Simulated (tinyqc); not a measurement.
# Ion implantation: universal nuclear stopping, Lindhard-Scharff electronic stopping and a Gaussian range profile, step by step

A worked calculation. Computed by tinyqc, a small Python program that keeps every step. Command: `OMP_NUM_THREADS=1 python tinyqc.py 3007446 3007447 out.jsonl implant walk`. One thread of a shared host (Intel(R) Xeon(R) Processor @ 2.30GHz), about 0.05 s of CPU time with the checks. Intermediate numbers are printed to about 5 digits and carried at full precision; extremes and crossings named in words are read from the listed rows.

An ion slows by elastic collisions with screened nuclei and by friction with electrons; channelling is ignored and the target is uniform.

Inputs (values chosen for the exercise, modelled on boron ions in copper): ion atomic number Z1 = 5; ion mass M1 = 11 u; target atomic number Z2 = 29; target mass M2 = 63.55 u; target density N = 84.9 1/nm^3; ion energy E = 110 keV; scale factor of electronic stopping k = 0.95; dose Q = 8.4e+13 1/cm^2; background C_B = 1.7e+16 1/cm^3; displacement energy E_d = 30 eV; fraction allowed through the mask = 0.01.

Follow-up: mask.

## Stopping at the entry energy

Reduced energy eps = 32.53 M2 E/(Z1 Z2 (M1 + M2)(Z1^0.23 + Z2^0.23)), E in keV; s_n = ln(1 + 1.1383 eps)/(2 (eps + 0.01321 eps^0.21226 + 0.19593 eps^0.5)) for eps up to 30 and ln(eps)/(2 eps) above; S_n = 8.462 Z1 Z2 M1 s_n/((M1 + M2)(Z1^0.23 + Z2^0.23)) in 1e-15 eV cm^2. S_e = k 3.83 Z1^(7/6) Z2/(Z1^(2/3) + Z2^(2/3))^(3/2) sqrt(E/M1) in 1e-15 eV cm^2, E in keV. dE/dx = N (S_n + S_e); 1e-15 eV cm^2 = 0.1 eV nm^2.

reduced energy eps = 5.8153

s_n = 0.16099

S_n = 8.0571 x 1e-15 eV cm^2

S_e = 50.187 x 1e-15 eV cm^2

energy loss dE/dx = 494.49 eV/nm

Electronic stopping carries 86 % of the loss at entry.

## Range and straggle

Path length R = int_0^E dE'/(N (S_n + S_e)); energy lost to nuclei nu = int_0^E S_n/(S_n + S_e) dE' (both with E' = E y^3 and 64 Gauss-Legendre points in y). Estimates of Lindhard type: R_p = R/(1 + M2/(3 M1)), straggle dR_p = (2/3) R_p sqrt(M1 M2)/(M1 + M2).

path length R = 304.88 nm

projected range R_p = 104.21 nm

straggle dR_p = 24.638 nm

energy lost to nuclei nu = 32.028 keV

29 % of the energy goes to nuclei over the whole path. Caution: the estimates of R_p and dR_p assume mainly nuclear stopping and an ion not much lighter than the target; here they are rough, and for light ions in heavy targets the straggle can be low by a factor of two or more.

## Gaussian profile

C(x) = C_p exp(-(x - R_p)^2/(2 dR_p^2)) with C_p = Q/(sqrt(2 pi) dR_p), 1 nm = 1e-7 cm; the profile falls to the background at x_j = R_p + dR_p sqrt(2 ln(C_p/C_B)); the peak atomic fraction is C_p/N.

peak concentration C_p = 1.3601e+19 1/cm^3

Depth x_j where C falls to C_B = 194.29 nm

peak atomic fraction = 1.6020e-04

## Damage

Kinchin-Pease count with efficiency 0.8: N_d = 0.8 nu/(2 E_d), taking all of nu as damage energy (an upper estimate, as recoils also lose energy to electrons). Spread over a depth R_p + dR_p, displacements per atom = Q N_d/(N (R_p + dR_p)).

displacements per ion N_d = 427.03

displacements per atom = 0.032792

One displacement per atom would need a dose of 2.6e15 per cm^2 if no defects annealed.

## Mask thickness

For a mask that stops like the target, the fraction beyond d is (1/2) erfc((d - R_p)/(sqrt2 dR_p)); solve for d.

number of straggles beyond R_p = 2.3263

mask thickness d = 161.52 nm

## Nuclear against electronic stopping over energy

The formulas are those given above.

Stopping (1e-15 eV cm^2) and range:
```
E (keV)         eps     S_n     S_e  R (nm)     nu/E
1        5.2867e-02  13.928    4.79   10.75  0.77495
2        1.0573e-01  16.009    6.77   16.38  0.74869
5        2.6433e-01  17.552   10.70   30.06  0.69479
10       5.2867e-01  17.269   15.13   49.36  0.63447
20       1.0573e+00  15.541   21.40   83.19  0.55331
50       2.6433e+00  11.667   33.84  168.66  0.41682
100      5.2867e+00   8.471   47.85  284.32  0.30585
200      1.0573e+01   5.720   67.67  465.97  0.20649
500      2.6433e+01   3.131  107.00  851.24  0.11018
```

Nuclear stopping peaks near 5 keV among these rows (eps = 0.26; the universal curve peaks near 0.3). Electronic stopping overtakes it between 10 and 20 keV. The path length grows as E^0.61 at the low end and E^0.66 at the high end; constant stopping would give E^1, and stopping that rises with E, be it nuclear (below its peak) or electronic, gives a lower exponent.

Checks made by the program: range against adaptive quadrature (relative difference 1e-06).
